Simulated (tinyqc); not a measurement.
## Thermal resistances of a two-die stack

Inverse problem. Heat leaves through the lower die only, and the system is linear. Find the resistance R1 from the lower die to the coolant, R2 between the dies, and the rise of the upper die when both are powered.

Values chosen for this exercise:
- P1 = 56 W (power of the lower die)
- P2 = 29 W (power of the upper die)

rises of the lower and upper die with only the lower one powered (K): 16.8  16.8
rises of the lower and upper die with only the upper one powered (K): 8.7  14.5

Answer. With only the lower die powered no heat crosses R2, so both dies rise by P1 R1; the difference in the second test is P2 R2; rises add.

R1 = 0.300 K/W
R2 = 0.200 K/W
rise of the upper die = 31.3 K

tinyqc, about 0.02 s, one thread, Intel Xeon 2.30GHz (shared host): `OMP_NUM_THREADS=1 python tinyqc.py 2162015 2162016 out.jsonl`
